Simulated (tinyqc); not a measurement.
Inside a calculation. Model: thin film between two gates, subbands and threshold shift from confinement.

Program tinyqc, `OMP_NUM_THREADS=1 python tinyqc.py 2350146 2350147 out.jsonl`; Intel Xeon 2.30GHz, shared host, one thread, about 0.1 s. Printed values are rounded.

Undoped body with a flat potential across it, hard walls, transport along x. Three valley pairs (g = 2 each) with the longitudinal mass along x, y or z. Non-parabolicity enters the subband edges through E (1 + al E) = gamma, so E = 2 gamma/(1 + sqrt(1 + 4 al gamma)); motion within a subband is taken as parabolic with the band-edge mass. Energies are counted from the bulk band edge.

Values chosen for this exercise; masses close to those of silicon: temperature T = 300 K; longitudinal mass ml = 0.921 m0; transverse mass mt = 0.189 m0; non-parabolicity al = 0 1/eV; film thickness (along z) t = 4 nm; widening of the box by penetration into the insulator dl = 0 nm.

Constants: q = 1.602176634e-19 C, kB = 1.380649e-23 J/K, hbar = 1.054571817e-34 J s, m0 = 9.1093837015e-31 kg, Vt = kB T/q, hbar^2/(2 m0) = 0.0380998212 eV nm^2. Results are converted to the units shown.

## Lowest subbands

gamma = C (pi k/(t + dl))^2/mz, C = hbar^2/(2 m0). List the 5 lowest, labelled by valley axis and quantum numbers, with degeneracy g and N_k: N_k = g sqrt(mx my) m0 kB T/(pi hbar^2).

```
subband	E_k (eV)	g	N_k (cm^-2)
z1	0.0255178	2	4.08210e12
z2	0.102071	2	4.08210e12
x1	0.124349	2	9.01119e12
y1	0.124349	2	9.01119e12
z3	0.229660	2	4.08210e12
```

## Threshold shift

Each subband has N_k = g sqrt(mx my) m0 kB T/(pi hbar^2); without degeneracy n = exp(EF/Vt) sum N_k exp(-E_k/Vt). Classical value Nc times t, Nc = sum over valleys of 2 g (m m0 kB T/(2 pi hbar^2))^1.5 with m = (mx my mz)^(1/3). Threshold shift dVT = Vt ln(classical value/sum N_k exp(-E_k/Vt)). Use the subbands listed.

shares, subband z1 to z3 (%): 87.0584  4.5058  4.2017  4.2017  0.0324
sum N_k exp(-E_k/Vt) = 1.74740e12 cm^-2
Nc = 2.73096e19 cm^-3
classical value = 1.09238e13 cm^-2
dVT = 47.3820 mV

With all subbands dVT = 47.38 mV. The lowest edge lies at 25.5 meV; dVT is larger than that, since sum N_k exp(-(E_k - E_1)/Vt) falls short of the classical value.
